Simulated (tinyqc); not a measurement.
Floating body of a partially depleted SOI transistor: body voltage and kink: output curve and kink.

Source at 0 V. Channel current Ic = 2 nf K Vt^2 [F(0) - F(Vd)](1 + la Vd), F(V) = ln^2(1 + exp((Vg - VT - nf V)/(2 nf Vt))), VT = VT0 - gb Vb. Saturation voltage Vs = 2 Vt sqrt(F(0)) + 3 Vt, excess Ve = (Vd - Vs + sqrt((Vd - Vs)^2 + 0.0004 V^2))/2, multiplication M1 = Ai Ve exp(-Bl/Ve). Each junction passes D(v) = J1 (exp(v/Vt) - 1) + J2 (exp(v/(2 Vt)) - 1). Bipolar current Ib = bb J1 (exp(Vb/Vt) - 1). The body settles where M1 (Ic + Ib) = D(Vb) + D(Vb - Vd) + Vb/Rb; drain current Id = (1 + M1)(Ic + Ib) - D(Vb - Vd).

Rows with more than one solution for Vb (latch) are left out; dId/dVd by a forward difference over 1e-4 V, swing = 1e-4 V over the change of log10 Id; M1 under 1e-12 is printed as 0.

Values chosen for this exercise; values of the order met in partially depleted silicon-on-insulator transistors: temperature T = 358 K; threshold at zero body voltage VT0 = 0.5 V; fall of the threshold per volt of body voltage gb = 0.23; slope factor nf = 1.44; gain factor per width K = 350 uA/(V^2 um); channel-length modulation factor la = 0.04 1/V; impact-ionisation prefactor Ai = 1.16 1/V; impact-ionisation voltage Bl = 4.2 V; diffusion saturation current of each junction J1 = 3.6e-10 uA/um; recombination saturation current of each junction J2 = 1.1e-8 uA/um; gain of the lateral bipolar transistor on the diffusion current bb = 1; resistance of a weak body tie to the source (1e9 stands for no tie, and the term is then dropped) Rb = 1e9 kohm um; gate voltage Vg = 1.04 V.

Constants: q = 1.602176634e-19 C, kB = 1.380649e-23 J/K, Vt = kB T/q. Results are converted to the units shown.

Results:
```
Vd (V)  Vb (V)        M1  Id, floating (uA/um)  Id, grounded (uA/um)  ratio  dId/dVd, floating (uS/um)  dId/dVd, grounded (uS/um)
0.84    0.3479  6.520e-7                 48.30                 36.66  1.318                      45.00                      1.425
1       0.4887  5.123e-5                 53.81                 36.89  1.459                      26.52                      1.562
1.16    0.5692  6.490e-4                 57.32                 37.18  1.542                      18.58                      2.128
1.32    0.6209  0.003314                 60.05                 37.60  1.597                      16.34                      3.289
1.48    0.6570   0.01029                 62.77                 38.26  1.641                      18.18                      4.987
1.8     0.7052   0.04524                 70.33                 40.53  1.735                      30.89                      9.342
```

Estimate the missing row, Vd = 1.64 V.

Computed row:
```
Vd (V)  Vb (V)       M1  Id, floating (uA/um)  Id, grounded (uA/um)  ratio  dId/dVd, floating (uS/um)  dId/dVd, grounded (uS/um)
1.64    0.6840  0.02375                 66.04                 39.22  1.684                      23.18                      7.059
```

With this row back in the table: Vb rises from 0.348 to 0.705 V and the ratio of the currents rises from 1.32 to 1.74. The output conductance with a floating body exceeds the grounded value by the largest factor among the rows, 31.6, at Vd = 0.84 V, where Vb = 0.348 V and M1 = 6.52e-7.

Range of the model: The multiplication law is an empirical form chosen for the exercise; self-heating and capacitive coupling to the body are left out, and the linear laws are rough once Vb passes about 0.7 V or M1 about 0.1.

tinyqc, about 0.2 s, one thread, Intel Xeon 2.30GHz (shared host): `OMP_NUM_THREADS=1 python tinyqc.py 2182263 2182264 out.jsonl`
